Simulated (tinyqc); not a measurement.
Vertical double-diffused power MOSFET, components of the on-resistance: two steps of the calculation.

Stripe cells of pitch Wp + a, two channels a cell. Current flows through the channels, spreads in the accumulation layer, passes the gap between the p bodies and spreads at 45 degrees into the drift layer below them. Low drain voltage, full ionisation.

Parameters, values chosen for the exercise; bulk values close to those of silicon:
```
symbol  value                    unit                                             meaning
T         400                       K                                         temperature
eps_r    11.4                                                       relative permittivity
Kc       4000  V/cm per (cm^-3)^(1/8)                             critical-field constant
BV        100                       V          rated breakdown voltage of the drift layer
mud      1230              cm^2/(V s)                             drift mobility at 300 K
bt        2.6                                  temperature exponent of the drift mobility
tox        64                      nm                    gate oxide thickness (eps_r 3.9)
Vov        10                       V                                      gate overdrive
mch       440              cm^2/(V s)                                    channel mobility
mac       410              cm^2/(V s)                         accumulation-layer mobility
Lc        0.4                      um                                      channel length
Wp        5.6                      um  width of the p body in one cell, channels included
a         3.2                      um                   gap between neighbouring p bodies
xp        1.1                      um                                 depth of the p body
Nj          2                                     doping of the gap over the drift doping
Vbi     0.641                       V               built-in voltage of the body junction
Rs       0.48               mohm cm^2                    substrate and contact resistance
```

Constants: q = 1.602176634e-19 C, eps0 = 8.8541878128e-14 F/cm where lengths are in cm. Results are converted to the units shown.

Problem 1. Drift layer. Triangular field at breakdown with Ec = Kc N^(1/8): BV = eps0 eps_r Ec^2/(2 q N), so N = (eps0 eps_r Kc^2/(2 q BV))^(4/3); W = 2 BV/Ec; mu = mud (T/300 K)^(-bt); rho = 1/(q mu N); ideal resistance rho W.

Find: N; Ec; W; mu; rho; ideal resistance.

Solution 1.

N = 4.0109e15 cm^-3
Ec = 0.35683 MV/cm
W = 5.6049 um
mu = 582.19 cm^2/(V s)
rho = 2.6729 ohm cm
ideal resistance = 1.4981 mohm cm^2

Problem 2. Components of the on-resistance. Pitch p = Wp + a, Cox = 3.9 eps0/tox; zero-bias depletion in the gap w0 = sqrt(2 eps0 eps_r Vbi/(q N Nj)), open gap g = a - 2 w0; R_ch = Lc p/(2 mch Cox Vov); R_acc = 0.6 a p/(4 mac Cox Vov), 0.6 being an empirical factor for current leaving the layer along its length; R_gap = (rho/Nj) xp p/g; spreading depth t = min(W, (p - g)/2); R_drift = (rho p/2) ln((g + 2 t)/g) + rho (W - t); R_on = the sum with Rs.

N = 4.0109222e15 cm^-3
W = 5.6048562 um
mu = 582.18954 cm^2/(V s)
rho = 2.6728893 ohm cm

Find: w0; g; components; R_on; shares.

Solution 2.

w0 = 0.31731 um
g = 2.5654 um
components (mohm cm^2): channel 0.074136, accumulation 0.19094, gap 0.50428, drift 2.1146, substrate 0.48000
R_on = 3.3639 mohm cm^2
shares (%): channel 2.204, accumulation 5.676, gap 14.991, drift 62.860, substrate 14.269

The drift term is the largest. R_on is 2.25 times the ideal drift resistance, and spreading raises the drift term to 1.41 times it.

Computed by the program tinyqc: `OMP_NUM_THREADS=1 python tinyqc.py 2230040 2230041 out.jsonl`, one thread of a shared Intel Xeon 2.30GHz, about 0.01 s for the whole run.
